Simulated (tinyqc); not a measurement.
What each parameter does: thin-body film or fin with hard walls, valleys of the Si type.

Six ellipsoidal valleys with their long axes along the cube axes, mass ml along the axis and mt across it. For a valley whose axis makes the angle theta with the surface normal, 1/m_z = cos^2(theta)/ml + sin^2(theta)/mt sets the confinement; in the plane the masses are m_1 = mt and m_2 = ml mt/m_z, and m_d = sqrt(m_1 m_2).

A film of thickness t between hard walls, flat band inside: E_n = c (n pi/t)^2/m_z above the bulk edge, c = hbar^2/2m0. Without degeneracy the sheet density is N2 exp((EF - Ec)/kB T) with N2 = sum_i g m_d/(2 pi c) kB T exp(-E_i/kB T) over n = 1 to 40 of each group; a classical film has t Nc with Nc = 2 g_all (m_dos kB T/(4 pi c))^(3/2), m_dos = (ml mt^2)^(1/3). The threshold shift is dVt = kB T ln(t Nc/N2).

Constants: hbar^2/2m0 = 3.80998211 eV angstrom^2; kB = 8.617333262e-05 eV/K.

Values chosen for the exercise (near those of Si; not measured data): ml = 0.922 m0 (longitudinal mass); mt = 0.189 m0 (transverse mass); face = 111 (face of the film or side wall of the fin); T = 300 K (temperature); t = 26 angstrom (body thickness); g_all = 6 (number of valleys).

E1 is the lowest level, and the share is that of its group in N2.

Results for these values:
```
case  E1 (eV)  share (%)  dVt (mV)  Nc (1e19/cm^3)
base   0.2163      100.0     185.7           2.732
```

What happens to each result for ml = 0.83 m0, all else kept?

Answer: E1 rises from 0.2163 to 0.2186; share does not change at the printed digits; dVt rises from 185.7 to 187.8; Nc falls from 2.732 to 2.593.

The same for each parameter in turn:
```
case             E1 (eV)  share (%)  dVt (mV)  Nc (1e19/cm^3)
base              0.2163      100.0     185.7           2.732
t = 22 angstrom   0.3021      100.0     267.2           2.732
T = 270 K         0.2163      100.0     187.6           2.333
ml = 0.83 m0      0.2186      100.0     187.8           2.593
mt = 0.17 m0      0.2383      100.0     206.4           2.458
```

(tinyqc, `OMP_NUM_THREADS=1 python tinyqc.py 1250207 1250208 out.jsonl`, Intel(R) Xeon(R) Processor @ 2.30GHz, 1 thread, shared host, about 0.01 s.)
